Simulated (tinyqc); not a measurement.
Tunnelling through a gate dielectric, WKB transmission and Tsu-Esaki current: one step of the calculation.

Electrons leave the emitter at x = 0. Energies E (motion across the layers) are in eV from the emitter Fermi level; the collector Fermi level lies at -V and offers states at every E. No charge in the dielectric and no image force: F1 = V/t1, U = phi1 - F1 x. With C = hbar^2/(2 m0), kappa = sqrt(m (U - E)/C) where U > E and 0 elsewhere; T(E) = exp(-S), S = 2 times the integral of kappa over x.

Task. WKB exponent by the midpoint rule. Cut each layer into nc equal cells, take U and kappa at the cell centres, and sum S = 2 sum kappa h.

Parameters, values chosen for the exercise; dielectric values close to those of silicon dioxide:
```
symbol,value,unit,meaning
phi1,3.08,eV,barrier of layer 1 above the emitter Fermi level at zero bias
m1,0.48,m0,tunnelling mass of layer 1
t1,2.9,nm,thickness of layer 1
V,1.2,V,voltage across the dielectric
E,0,eV,energy of the electron followed
nc,6,,cells in each layer
```

Constants: q = 1.602176634e-19 C, hbar = 1.054571817e-34 J s, m0 = 9.1093837015e-31 kg, hbar^2/(2 m0) = 0.0380998212 eV nm^2. Results are converted to the units shown.

Find: x; U; kappa; S; T(E).

Result.

```
cell  x (nm)  U (eV)  kappa (1/nm)
0      0.242   2.980         6.127
1      0.725   2.780         5.918
2      1.208   2.580         5.701
3      1.692   2.380         5.476
4      2.175   2.180         5.241
5      2.658   1.980         4.994
```

S = 32.34
T(E) = 8.993e-15

Computed by the program tinyqc: `OMP_NUM_THREADS=1 python tinyqc.py 2540146 2540147 out.jsonl`, one thread of a shared Intel Xeon 2.30GHz, about 0.02 s for the whole run.
